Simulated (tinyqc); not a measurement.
Valley-orbit splitting of a donor ground state, with strain: one step, computed by the program tinyqc. Command: `OMP_NUM_THREADS=1 python tinyqc.py 3029255 3029256 out.jsonl valleyorbit walk`. One thread of a shared host (Intel(R) Xeon(R) Processor @ 2.30GHz), about 0.01 s of CPU time with the checks.

The basis is the 1s envelope in each valley; energies are counted from the unstrained conduction-band edge. The strain is e_s (a a^T - 1/3) for the unit stress axis a, so valley j along n_j moves by Xi_u e_s w_j with w_j = (n_j.a)^2 - 1/3: +1/3 for [111] and [-1-11], -1/3 for the others.

Question. Levels without strain. By symmetry: E(A1) = E_0 + Lambda + 3 Delta_1 (one state), E(T2) = E_0 + Lambda - Delta_1 (three), as binding energies.

Inputs (values chosen for the exercise, for a model many-valley semiconductor): single-valley binding energy E_0 = 11.4 meV; central-cell shift Lambda = 1.1 meV; coupling Delta_1 = 0.14 meV.

Valleys: four along <111>. Stress axis: [110].

Give: E(A1); E(T2).

Answer.

E(A1) = 12.92 meV

E(T2) = 12.36 meV

Only A1 has all valley amplitudes in phase, so only it has weight at the nucleus.
